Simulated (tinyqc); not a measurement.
A six-terminal Hall bar with edge channels and a constriction, Landauer-Buettiker equations: effect of the number of channels.

Contacts 1 (source) and 4 (drain) end the bar; 2 and 3 lie on the upper edge, 6 and 5 on the lower edge, with a constriction between 2 and 3 (and between 6 and 5). Carriers run 1 to 2 to 3 to 4 to 5 to 6 to 1 in M channels. The constriction passes Tc from 2 to 3 and from 5 to 6, and turns M - Tc from 2 to 6 and from 5 to 3. Signs are those of positive carriers; V4 = 0.

I_i = (q^2/h) [M V_i - sum_j T_ij V_j], with I_1 = I, V_4 = 0 and no current at 2, 3, 5, 6. R(a,b) = (V_a - V_b)/I.

Inputs (values chosen for the exercise):
- Tc = 0.95 (summed transmission of the constriction)
- I = 2 nA (current from contact 1 to contact 4)

Constants: q = 1.602176634e-19 C, h = 6.62607015e-34 J s. Results are converted to the units shown.

The same in every row: R(1,4) (kohm) = 27.171; R(2,5) (kohm) = 27.171.

Result of one run:

| R(2,3) (kohm) | R(2,6) (kohm) | R(3,6) (kohm) |
|---|---|---|
| 1.3586 | 25.813 | 24.454 |

Which edge channels, spin counted singly M gave this result: 1, 2, 4 or 6?

M = 1.

The whole series:

| M | R(2,3) (kohm) | R(2,6) (kohm) | R(3,6) (kohm) |
|---|---|---|---|
| 1 | 1.3586 | 25.813 | 24.454 |
| 2 | 14.265 | 12.906 | -1.3586 |
| 3 | 18.567 | 8.6043 | -9.9628 |
| 4 | 20.718 | 6.4532 | -14.265 |
| 5 | 22.009 | 5.1626 | -16.846 |
| 6 | 22.869 | 4.3021 | -18.567 |
| 7 | 23.484 | 3.6875 | -19.796 |

With Tc held at 0.95, R(1,4) stays at 27.171 kohm. The Hall resistance R(2,6) falls from 25.8 to 3.69 kohm as 1/M, and R(2,3) rises from 1.36 to 23.5 kohm; their sum is always R(2,5) = R(1,4).

tinyqc, about 0.01 s, one thread, Intel Xeon 2.30GHz (shared host): `OMP_NUM_THREADS=1 python tinyqc.py 2700002 2700003 out.jsonl`
